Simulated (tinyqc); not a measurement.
UHF in the sto-6g basis, for H4, spin multiplicity 3, step by step. This run ends on a higher stationary point, not on the lowest solution. One step of it, computed by the program tinyqc.

Task: Iteration 1: diagonalisation and new density. Diagonalise F' = X^T F X, C = X C', fill 3 alpha and 1 beta electrons from the bottom; D(s) = C_occ C_occ^T. Each column has its largest component positive (the first on a tie).

F(alpha) (hartree), lower triangle:
```
           1H 1s      2H 1s      3H 1s      4H 1s
1H 1s  -0.414949
2H 1s  -0.371050  -0.316057
3H 1s  -0.047564  -0.335300  -0.316209
4H 1s  -0.029695  -0.047465  -0.370665  -0.415157
```

F(beta) (hartree), lower triangle:
```
           1H 1s      2H 1s      3H 1s     4H 1s
1H 1s   0.140857
2H 1s  -0.194748  -0.056883
3H 1s  -0.111605  -0.342755  -0.056237
4H 1s  -0.029574  -0.111352  -0.194195  0.141278
```

X, lower triangle:
```
           1H 1s      2H 1s      3H 1s     4H 1s
1H 1s   1.064823
2H 1s  -0.226071   1.142948
3H 1s   0.036684  -0.250363   1.142747
4H 1s  -0.006043   0.036644  -0.225716  1.064635
```

Give: F' = X^T F X; orbital energies; coefficients C; F' = X^T F X; orbital energies; coefficients C; D(alpha) after iteration 1; D(beta) after iteration 1.

Result:

F' = X^T F X (alpha) (hartree), lower triangle:
```
         1        2        3        4
1  -0.3062
2  -0.3075  -0.0729
3   0.0961  -0.3203  -0.0734
4  -0.0477   0.0960  -0.3070  -0.3067
```

orbital energies (alpha) (hartree): MO1 -0.5859, MO2 -0.4818, MO3 -0.1618, MO4 0.4703

coefficients C (alpha):
```
          MO1      MO2      MO3      MO4
1H 1s  0.4051  -0.5725   0.6433  -0.5296
2H 1s  0.3762  -0.3146  -0.5233   0.9524
3H 1s  0.3765   0.3143  -0.5247  -0.9514
4H 1s  0.4055   0.5728   0.6436   0.5283
```

F' = X^T F X (beta) (hartree), lower triangle:
```
         1        2        3       4
1   0.2476
2  -0.2688   0.2084
3   0.0136  -0.4194   0.2088
4  -0.0144   0.0137  -0.2683  0.2477
```

orbital energies (beta) (hartree): MO1 -0.3268, MO2 0.1087, MO3 0.3493, MO4 0.7813

coefficients C (beta):
```
          MO1      MO2      MO3      MO4
1H 1s  0.1888  -0.5764   0.7367  -0.5251
2H 1s  0.5193  -0.3068  -0.3830   0.9545
3H 1s  0.5186   0.3077  -0.3835  -0.9540
4H 1s  0.1880   0.5768   0.7368   0.5242
```

D(alpha) after iteration 1, lower triangle:
```
         1H 1s    2H 1s    3H 1s   4H 1s
1H 1s   0.9058
2H 1s  -0.0041   0.5143
3H 1s  -0.3649   0.3173   0.5157
4H 1s   0.2504  -0.3644  -0.0050  0.9067
```

D(beta) after iteration 1, lower triangle:
```
        1H 1s   2H 1s   3H 1s   4H 1s
1H 1s  0.0356
2H 1s  0.0980  0.2697
3H 1s  0.0979  0.2693  0.2689
4H 1s  0.0355  0.0976  0.0975  0.0353
```
